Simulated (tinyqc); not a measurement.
Inside a calculation. Method: Pariser-Parr-Pople SCF with singles CI, for the molecule Clc1cccc2c1C=C2 (SMILES; centres numbered as the heavy atoms are written). Computed by tinyqc, a small Python program that keeps every step. Settings: charge = 0, gamma = MN, start = huckel, damping = 0.3, iteration cap = 87, excitations kept = 4. Command: `OMP_NUM_THREADS=1 python tinyqc.py 30905 30906 out.jsonl` (the two numbers bound the seeds that draw the settings). One thread of a shared host (Intel(R) Xeon(R) Processor @ 2.60GHz), about 0.01 s of CPU time with the checks.

Centres (angstrom, eV; a flat drawing with bonds scaled to 1.40 angstrom):
```
centre        x        y  core charge z        W  gamma_rr
1Cl      1.5890   2.0020              2  26.0000   13.0000
2C       0.9900   0.7360              1  11.1600   11.1300
3C       1.7870  -0.4150              1  11.1600   11.1300
4C       1.1880  -1.6810              1  11.1600   11.1300
5C      -0.2070  -1.7950              1  11.1600   11.1300
6C      -1.0040  -0.6440              1  11.1600   11.1300
7C      -0.4050   0.6220              1  11.1600   11.1300
8C      -1.6700   1.2200              1  11.1600   11.1300
9C      -2.2690  -0.0450              1  11.1600   11.1300
```

Resonance integrals (eV):
```
i  j     beta
1  2  -1.5900
2  3  -2.3900
3  4  -2.3900
4  5  -2.3900
5  6  -2.3900
6  7  -2.3900
7  8  -2.3900
8  9  -2.3900
7  2  -2.3900
9  6  -2.3900
```

Stop when output and input P, before any damping, agree to 1e-7.

Course of the cycle:
```
iteration       E (eV)  largest |P(out) - P(in)|
1          -138.404189                  3.84e-01
2          -140.243267                  1.41e-01
3          -140.916398                  5.64e-02
4          -141.160140                  2.83e-02
5          -141.247414                  1.50e-02
6          -141.278820                  8.21e-03
7          -141.290367                  5.20e-03
8          -141.294771                  3.65e-03
9          -141.296533                  2.72e-03
10         -141.297278                  2.02e-03
11         -141.297610                  1.49e-03
...                ...                       ...
32         -141.297918                  2.16e-06
33         -141.297918                  1.58e-06
34         -141.297918                  1.16e-06
35         -141.297918                  8.45e-07
36         -141.297918                  6.18e-07
37         -141.297918                  4.52e-07
38         -141.297918                  3.30e-07
39         -141.297918                  2.41e-07
40         -141.297918                  1.76e-07
41         -141.297918                  1.29e-07
42         -141.297918                  9.43e-08
```

Can the last value be used, and what does the course show?

Yes. Converged in 42 iterations.
